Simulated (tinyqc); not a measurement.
Inside a calculation. Method: UHF in the sto-3g basis, for H4+, spin multiplicity 2. This run ends on a higher stationary point, not on the lowest solution. One step of it, computed by the program tinyqc.

Question. Iteration 1: diagonalisation and new density. Diagonalise F' = X^T F X, C = X C', fill 2 alpha and 1 beta electrons from the bottom; D(s) = C_occ C_occ^T. Each column has its largest component positive (the first on a tie).

F(alpha) (hartree), lower triangle:
```
           1H 1s      2H 1s      3H 1s      4H 1s
1H 1s  -0.451587
2H 1s  -0.200736  -0.451587
3H 1s  -0.076961  -0.040803  -0.451587
4H 1s  -0.040803  -0.076961  -0.200736  -0.451587
```

F(beta) (hartree), lower triangle:
```
           1H 1s      2H 1s      3H 1s      4H 1s
1H 1s  -0.285046
2H 1s  -0.222044  -0.285046
3H 1s  -0.029538  -0.067353  -0.285046
4H 1s  -0.067353  -0.029538  -0.222044  -0.285046
```

X, lower triangle:
```
           1H 1s      2H 1s      3H 1s     4H 1s
1H 1s   1.074183
2H 1s  -0.228921   1.074183
3H 1s  -0.039517  -0.001562   1.074183
4H 1s  -0.001562  -0.039517  -0.228921  1.074183
```

Give: F' = X^T F X; orbital energies; coefficients C; F' = X^T F X; orbital energies; coefficients C; D(alpha) after iteration 1; D(beta) after iteration 1.

Answer.

F' = X^T F X (alpha) (hartree), lower triangle:
```
         1        2        3        4
1  -0.4409
2  -0.0181  -0.4409
3  -0.0378  -0.0012  -0.4409
4  -0.0012  -0.0378  -0.0181  -0.4409
```

orbital energies (alpha) (hartree): MO1 -0.4980, MO2 -0.4594, MO3 -0.4199, MO4 -0.3861

coefficients C (alpha):
```
          MO1      MO2      MO3      MO4
1H 1s  0.4021   0.6326   0.4432   0.6705
2H 1s  0.4021  -0.6326   0.4432  -0.6705
3H 1s  0.4021   0.6326  -0.4432  -0.6705
4H 1s  0.4021  -0.6326  -0.4432   0.6705
```

F' = X^T F X (beta) (hartree), lower triangle:
```
         1        2        3        4
1  -0.2336
2  -0.1228  -0.2336
3   0.0182  -0.0523  -0.2336
4  -0.0523   0.0182  -0.1228  -0.2336
```

orbital energies (beta) (hartree): MO1 -0.3906, MO2 -0.3223, MO3 -0.1813, MO4 -0.0403

coefficients C (beta):
```
          MO1      MO2      MO3      MO4
1H 1s  0.4021   0.4432   0.6705   0.6326
2H 1s  0.4021   0.4432  -0.6705  -0.6326
3H 1s  0.4021  -0.4432  -0.6705   0.6326
4H 1s  0.4021  -0.4432   0.6705  -0.6326
```

D(alpha) after iteration 1, lower triangle:
```
         1H 1s    2H 1s    3H 1s   4H 1s
1H 1s   0.5618
2H 1s  -0.2385   0.5618
3H 1s   0.5618  -0.2385   0.5618
4H 1s  -0.2385   0.5618  -0.2385  0.5618
```

D(beta) after iteration 1, lower triangle:
```
        1H 1s   2H 1s   3H 1s   4H 1s
1H 1s  0.1617
2H 1s  0.1617  0.1617
3H 1s  0.1617  0.1617  0.1617
4H 1s  0.1617  0.1617  0.1617  0.1617
```
